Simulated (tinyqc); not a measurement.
## Gate voltage for a wanted density

Problem. A HEMT has a barrier of thickness d, permittivity eb and off voltage Voff; energies are counted from the channel band edge at the interface. F = q (eta ns + Nb)/(eps0 ec) in eV/nm; E_k = a_k (C F^2/me)^(1/3), a_0 = 2.338107, a_1 = 4.087949, C = hbar^2/(2 m0); D = me m0 q/(pi hbar^2); ns = D Vt [ln(1 + exp((EF - E_0)/Vt)) + ln(1 + exp((EF - E_1)/Vt))], which gives EF = E_0 + Vt ln{2 s/[(1 + u) + sqrt((1 + u)^2 + 4 u s)]} with s = exp(ns/(D Vt)) - 1, u = exp((E_0 - E_1)/Vt). Charge control: ns + Nb = eps0 eb (Vg - Voff - EF)/(q d). Find E_0, E_1, EF and the Vg that gives this ns.

Parameters, values chosen for the exercise; material values close to those of AlGaN on GaN:
```
symbol,value,unit,meaning
T,300,K,temperature
d,22,nm,barrier thickness
me,0.21,m0,electron mass in the channel
ec,9.28,,relative permittivity of the channel
eta,0.5,,share of ns that counts in the confining field
Nb,0,cm^-2,depletion charge of the buffer
```

Constants: q = 1.602176634e-19 C, kB = 1.380649e-23 J/K, hbar = 1.054571817e-34 J s, m0 = 9.1093837015e-31 kg, Vt = kB T/q, eps0 = 8.8541878128e-14 F/cm where lengths are in cm, hbar^2/(2 m0) = 0.0380998212 eV nm^2. Results are converted to the units shown.

ns = 2.12e12 cm^-2
eb = 9.0709000
Voff = -10.025140 V

Solution. In this direction nothing needs iterating: ns fixes the field, the levels and EF, and the charge-control relation gives Vg.

E_0 = 0.09969 eV
E_1 = 0.1743 eV
EF = 0.1078 eV
Vg = -8.987 V

tinyqc, about 0.01 s, one thread, Intel Xeon 2.30GHz (shared host): `OMP_NUM_THREADS=1 python tinyqc.py 2180087 2180088 out.jsonl`
